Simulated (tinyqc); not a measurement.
Pair lines: donor-acceptor pair recombination.

h nu = Eg - ED - EA + q/(eps R), q = e^2/(4 pi eps0); shell j lies at R = a_lat sqrt(j/2) for the same sublattice and a_lat sqrt(j/2 - 5/16) for opposite ones (on the same sublattice shells 14, 30, 46, 56, 62, ... are empty, where 2j has the form 4^a (8b + 7)); rate W = W0 exp(-2R/aD) with the donor radius aD = q/(2 eps ED). Polarisation and overlap terms, which matter for close pairs, are left out.

Constants: e^2/(4 pi eps0) = 14.39964547 eV angstrom.

Values chosen for the exercise (near those of impurities in Si; shifted at random, so the results belong to these values and not to a real crystal):
- a_lat = 5.431 angstrom (lattice constant)
- Eg = 1.162 eV (gap)
- ED = 48.4 meV (donor binding)
- EA = 47.4 meV (acceptor binding)
- eps = 11.7 (dielectric constant)
- W0 = 1.3 x 1e7/s (rate at zero distance)
- kind = opposite (sublattices of donor and acceptor)
- shells = (97, 144, 177, 220, 262, 468, 553) (shell numbers)

Energy, rate and lifetime for each shell.

Lines:

| shell | R (angstrom) | Coulomb (meV) | h nu (eV) | step to the next shell (meV) | 1/W (microsecond) |
|---|---|---|---|---|---|
| 97 | 37.70 | 32.6 | 1.0988 | 0.17 | 28.9 |
| 144 | 45.98 | 26.8 | 1.0930 | 0.093 | 107 |
| 177 | 51.00 | 24.1 | 1.0903 | 0.068 | 235 |
| 220 | 56.88 | 21.6 | 1.0878 | 0.049 | 591 |
| 262 | 62.09 | 19.8 | 1.0860 | 0.038 | 1.34e+03 |
| 553 | 90.26 | 13.6 | 1.0798 | 0.012 | 1.13e+05 |

Give the missing row, shell = 468.

Computed row:
```
shell  R (angstrom)  Coulomb (meV)  h nu (eV)  step to the next shell (meV)  1/W (microsecond)
468           83.02           14.8     1.0810                         0.016           3.61e+04
```

limit for distant pairs = 1.0662 eV
aD = 12.7 angstrom

The lines crowd together, on average as R^-3: the step falls from 0.17 to 0.012 meV, so distant pairs merge into a band. Close pairs emit higher and 3.89e+03 times faster over this table, so the band shifts to lower energy with delay and to higher energy with stronger pumping. All these lines lie below Eg, and R/aD runs from 3.0 up.

Run: tinyqc, `OMP_NUM_THREADS=1 python tinyqc.py 1282465 1282466 out.jsonl`; Intel(R) Xeon(R) Processor @ 2.30GHz, one thread, shared host; about 0.04 s of CPU time with all checks.
